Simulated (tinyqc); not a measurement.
Worked calculation: tight binding, honeycomb lattice. One step of it, computed by the program tinyqc.

Problem. Bloch Hamiltonian at k. H_AB = -t1 (1 + exp(-i k.a1) + exp(-i k.a2)); H_AA = delta - 2 t2 sum cos(k.b + phi), H_BB = -delta - 2 t2 sum cos(k.b - phi), b = a1, a2 - a1, -a2.

Parameters chosen for this model:
```
parameter     value                        unit
t1         2.730000                 eV, nearest
t2                0       eV, second neighbours
phi        0.650000  rad, phase of t2 (Haldane)
delta             0          eV, +/- on A and B
```

k point k (fractions of the reciprocal vectors): 0.090000  0.480000

Give: H(k) at k.

Solution.

H(k) at k (eV):
```
                 A                B
A           0.0000  -2.3265+1.8050i
B  -2.3265-1.8050i           0.0000
```
